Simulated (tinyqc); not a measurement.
Inside a calculation. Method: Pariser-Parr-Pople SCF with singles CI, for the molecule Oc1ccc2c(c1)C=C2 (SMILES; centres numbered as the heavy atoms are written). One step of it, computed by the program tinyqc.

Problem. Iteration 2: orbitals and new P. Diagonalise F (the basis is taken as orthonormal) and form P = 2 sum c c over the lowest orbitals.

F (eV), order 1O, 2C, 3C, 4C, 5C, 6C, 7C, 8C, 9C:
```
[[-11.844985, -3.886170, 0.723046, 0.090028, -0.317361, 0.200292, 0.366471, 0.154228, -0.134881],
 [-3.886170, -5.426894, -4.939803, 0.019566, 0.807689, -0.113633, -4.269826, -0.281662, 0.113909],
 [0.723046, -4.939803, -5.547974, -4.612085, 0.169630, 0.643708, 0.284635, -0.147129, -0.146553],
 [0.090028, 0.019566, -4.612085, -5.068245, -5.119536, -0.078322, 0.369868, 0.628894, -0.070181],
 [-0.317361, 0.807689, 0.169630, -5.119536, -6.093043, -4.229562, -0.142926, 0.307883, -3.342715],
 [0.200292, -0.113633, 0.643708, -0.078322, -4.229562, -4.808326, -5.230125, -3.259831, -0.439803],
 [0.366471, -4.269826, 0.284635, 0.369868, -0.142926, -5.230125, -5.753589, 0.172568, 0.640197],
 [0.154228, -0.281662, -0.147129, 0.628894, 0.307883, -3.259831, 0.172568, -6.233483, -5.697515],
 [-0.134881, 0.113909, -0.146553, -0.070181, -3.342715, -0.439803, 0.640197, -5.697515, -5.395461]]
```

pi electrons, sum of z_r less the charge = 10

Give: orbital energies; P after iteration 2.

Solution.

orbital energies (eV): [-15.5501, -14.2116, -11.7535, -10.7255, -8.9780, -1.7957, 0.5235, 1.9587, 4.3604]

P after iteration 2, order 1O, 2C, 3C, 4C, 5C, 6C, 7C, 8C, 9C:
```
[[1.8589, 0.3754, -0.2397, -0.0540, 0.1586, -0.0796, -0.1355, -0.0812, 0.0677],
 [0.3754, 0.9552, 0.6857, 0.0386, -0.3265, 0.0528, 0.5051, 0.1330, -0.0570],
 [-0.2397, 0.6857, 1.1334, 0.5857, -0.0927, -0.2979, -0.0262, 0.0778, 0.0863],
 [-0.0540, 0.0386, 0.5857, 0.9295, 0.7278, -0.0146, -0.1964, -0.2785, 0.0396],
 [0.1586, -0.3265, -0.0927, 0.7278, 1.1330, 0.5024, 0.0106, -0.1102, 0.2183],
 [-0.0796, 0.0528, -0.2979, -0.0146, 0.5024, 0.8772, 0.7673, 0.1915, 0.0951],
 [-0.1355, 0.5051, -0.0262, -0.1964, 0.0106, 0.7673, 1.0981, -0.0332, -0.2961],
 [-0.0812, 0.1330, 0.0778, -0.2785, -0.1102, 0.1915, -0.0332, 1.1228, 0.9095],
 [0.0677, -0.0570, 0.0863, 0.0396, 0.2183, 0.0951, -0.2961, 0.9095, 0.8920]]
```
